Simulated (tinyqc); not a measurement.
From results back to parameters: valence-band offset from core levels. Four cases, with inputs chosen for the exercise.

Problem. At an interface of A and B the binding energy of the core level of B exceeds that of A by dCL. Binding energy of a core level = (EF - Ev) + CL, with one Fermi level for both sides. Find dEv = Ev(A) - Ev(B) and dEc = Eg2 - Eg1 - dEv with the corrected (second) gaps.

Find: dEv; dEc.

Method. dCL = (EF - Ev(B)) + CL_B - (EF - Ev(A)) - CL_A = dEv + CL_B - CL_A; the Fermi level drops out.

Case 1.

Values chosen (out of a larger set: gaps near those of InAs and GaSb; not measured data):
- CL = (40.36, 82.54) eV (depth of a core level below the valence top in bulk A and bulk B)
- Eg1 = (0.05, 0.42) eV (gap of A: semi-local value, corrected value)
- Eg2 = (0.1, 0.81) eV (gap of B: semi-local value, corrected value)

dCL = 41.5049 eV

Solution.

dEv = -0.68 eV
dEc = 1.07 eV

Case 2.

Values chosen (out of a larger set: gaps near those of Si and SiO2; not measured data):
- CL = (67.8, 69.12) eV (depth of a core level below the valence top in bulk A and bulk B)
- Eg1 = (0.57, 1.21) eV (gap of A: semi-local value, corrected value)
- Eg2 = (5.32, 8.63) eV (gap of B: semi-local value, corrected value)

dCL = 5.7905 eV

Solution.

dEv = 4.47 eV
dEc = 2.95 eV

Case 3.

Values chosen (out of a larger set: gaps near those of Si and HfO2; not measured data):
- CL = (28.96, 73.59) eV (depth of a core level below the valence top in bulk A and bulk B)
- Eg1 = (0.61, 1.12) eV (gap of A: semi-local value, corrected value)
- Eg2 = (3.92, 5.87) eV (gap of B: semi-local value, corrected value)

dCL = 47.6755 eV

Solution.

dEv = 3.05 eV
dEc = 1.70 eV

Case 4.

Values chosen (out of a larger set: gaps near those of GaAs and Ge; not measured data):
- CL = (30.68, 64.84) eV (depth of a core level below the valence top in bulk A and bulk B)
- Eg1 = (0.48, 1.53) eV (gap of A: semi-local value, corrected value)
- Eg2 = (0.1, 0.74) eV (gap of B: semi-local value, corrected value)

dCL = 33.5877 eV

Solution.

dEv = -0.57 eV
dEc = -0.22 eV

Computed by tinyqc, one run a case: `OMP_NUM_THREADS=1 python tinyqc.py N N+1 out.jsonl` with N = 1850184, 1850186, 1850203, 1850208; one thread of a shared Intel(R) Xeon(R) Processor @ 2.30GHz, about 0.01 s a run at most.
